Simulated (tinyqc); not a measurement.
Worked calculation: coherent transport through a tight-binding region between two chains. One step of it, computed by the program tinyqc.

Question. Transmission at E = -0.42 eV. Surface Green function g = (E - i sqrt(4 t^2 - E^2)) / (2 t^2); self-energy tc^2 g on each contact site; G = (E - H - Sigma)^(-1); Gamma = -2 Im Sigma; T = Gamma_L Gamma_R |G_LR|^2; local density of states -Im G_ii / pi.

H of the central region (eV), lower triangle:
```
,1,2,3,4
1,-0.220000
2,-0.950000,0.340000
3,0.000000,-1.400000,0.060000
4,0.000000,0.000000,-1.650000,0.150000
```

Leads: semi-infinite chains with site energy 0:
```
parameter,value
lead hopping t (eV),1.650000
coupling to the left lead (eV),0.200000
coupling to the right lead (eV),0.960000
left contact site,1
right contact site,4
```

E = -0.420000 eV

Give: g; G; local density of states; transmission.

Answer.

g = -0.0771-0.6011i 1/eV

G (1/eV), lower triangle:
```
,1,2,3,4
1,1.4240-0.9254i
2,1.3244-0.2279i,0.2687-0.0808i
3,-0.2474+0.5043i,-0.0385+0.1108i,0.1470-0.2820i
4,-1.1957+0.3400i,-0.2392+0.1007i,0.6815-0.1761i,0.4012-0.1367i
```

local density of states (1/eV): 0.2946  0.0257  0.0898  0.0435

transmission = 0.0823
